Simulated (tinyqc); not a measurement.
Changing the temperature T: Schottky barrier with interface states (Cowley-Sze model), image lowering and contact resistance. Computed by tinyqc, a small Python program. Command: `OMP_NUM_THREADS=1 python tinyqc.py 3020107 3020108 out.jsonl pinning sweep`. One thread of a shared host (Intel(R) Xeon(R) Processor @ 2.30GHz), about 0.02 s of CPU time with the checks.

An n-type semiconductor under a metal. The barrier lies between the Schottky-Mott limit phi_M - chi and the Bardeen limit E_g - E_n, E_n being the neutrality level of the interface states; the space-charge term of the full Cowley-Sze expression is left out.

Inputs (values chosen for the exercise, for a model semiconductor): gap E_g = 3.53 eV; electron affinity chi = 3.85 eV; metal work function phi_M = 4.08 eV; neutrality level E_n above the valence band = 1.15 eV; interface-state density D = 4.6e+13 cm^-2 eV^-1; dipole layer thickness delta = 0.18 nm; dipole layer constant eps_i = 4; dielectric constant eps_s = 8.97; electron mass m_e = 0.366 m_0; valleys M_c = 3; donor density N = 8.2e+15 cm^-3; reverse bias V_r = 3.6 V.

Pinning factor from: interface states.

Constants: e = 1.602176634e-19 C; eps_0 = 8.8541878128e-12 F/m; k_B = 8.617333262e-05 eV/K; m_0 = 9.1093837015e-31 kg; k_B = 1.380649e-23 J/K; h = 6.62607015e-34 J s; hbar = 1.054571817e-34 J s.

Method:
- S = 1/(1 + e^2 D delta/(eps_i eps_0)); for D per eV, e^2 D is the number e x D in SI units, with 1 cm^-2 = 1e4 m^-2.
- phi_B = S (phi_M - chi) + (1 - S)(E_g - E_n); the hole barrier is E_g - phi_B.
- N_c = 2 M_c (2 pi m_e k_B T/h^2)^(3/2); xi = E_c - E_F solves N = N_c F_1/2(-xi/k_B T) (bisection; full ionisation).
- F_1/2(eta) = (2/sqrt(pi)) int_0^infinity sqrt(x)/(1 + exp(x - eta)) dx, by the trapezoid rule in t = sqrt(x) with step 0.02 up to t = 12 (for eta < -12 by exp(eta) - exp(2 eta)/2^(3/2)).
- V_bi = phi_B - xi; W = sqrt(2 eps_s eps_0 (V_bi + V_r - k_B T/e)/(e N)); field at the metal E_m = e N W/(eps_s eps_0); image lowering sqrt(e E_m/(4 pi eps_s eps_0)).
- A* = 4 pi e m_e M_c k_B^2/h^3 (a simple valley count); J_s = A* T^2 exp(-phi/k_B T).
- J_0 uses phi_B; the reverse current uses phi_B less the image lowering, times 1 - exp(-V_r/k_B T).
- E_00 = (e hbar/2) sqrt(N/(m_e eps_s eps_0)), E_0 = E_00 coth(E_00/k_B T); scaling form of the contact resistivity rho_c = (k_B/(e A* T)) exp(phi_B/E_0), which is the thermionic result when E_00 << k_B T and keeps only the leading exponential of tunnelling when E_00 >> k_B T; image lowering is left out of it.

One run for each value:
```
temperature T (K)  J_0 (A/cm^2)  contact resistivity rho_c (ohm cm^2)  E_00/k_B T
200                  1.4567e-14                            1.1303e+12    0.053839
250                  2.9444e-10                            7.1474e+07    0.043071
300                  2.3366e-07                            1.0915e+05    0.035892
350                  2.8873e-05                            1.0357e+03    0.030765
400                  1.1091e-03                            3.0901e+01    0.026919
450                  1.9474e-02                            1.9833e+00    0.023928
500                  1.9711e-01                            2.1795e-01    0.021535
```

Over the rows, J_0 (A/cm^2) rises from 1.46e-14 to 0.197 (exponent d ln y / d ln x 44 between the first rows and 22 between the last); contact resistivity rho_c (ohm cm^2) falls from 1.13e12 to 0.218 (exponent d ln y / d ln x -43 between the first rows and -21 between the last); E_00/k_B T falls from 0.0538 to 0.0215 (exponent d ln y / d ln x about -1.00 throughout). A Richardson plot, ln(J_0/T^2) against 1/(k_B T), has slope -0.8159 eV, minus the barrier.
